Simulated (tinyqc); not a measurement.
Gupta-type many-body potential for a metal: one step, computed by the program tinyqc.

E_i = sum_j A exp(-p (r_ij/r0 - 1)) - xi rho_i^gamma, with rho_i = sum_j exp(-2 q (r_ij/r0 - 1)); gamma = 1/2 is the tight-binding second-moment form. The crystal is fcc unless stated; d is the neighbour distance and a fixed number of shells is kept.

Problem. The (100) surface. fcc shells: d sqrt(k), k = 1..5, with 12, 6, 24, 12, 24 atoms; Omega = d^3/sqrt2. Cut the crystal without relaxation; an atom in layer l keeps the neighbours that lie below the surface plane. Excess = E_i + E_c. Surface energy = sum of excesses over the layers, divided by the area per surface atom: (sqrt3/2) d^2 for (111), d^2 for (100), sqrt2 d^2 for (110).

Inputs (values chosen for the exercise, modelled on nickel): repulsion A = 0.0378 eV; hopping xi = 1.08 eV; decay p = 16.9; decay q = 1.2; reference distance r0 = 2.491 angstrom; shells kept = 2; embedding exponent gamma = 0.5.

Surface: (100).

neighbour distance d = 2.553069 angstrom

cohesive energy E_c = 3.647309 eV

Constants: 1 eV/angstrom^2 = 16.02176634 J/m^2.

Give: Layers; excess per surface atom; surface energy.

Solution.

Layers:
```
layer  nearest neighbours  repulsion (eV)    rho  excess (eV)
1                       8          0.1986   9.24       0.5637
2                      12          0.2978  13.00       0.0506
```

excess per surface atom = 0.6143 eV

surface energy = 1.510 J/m^2
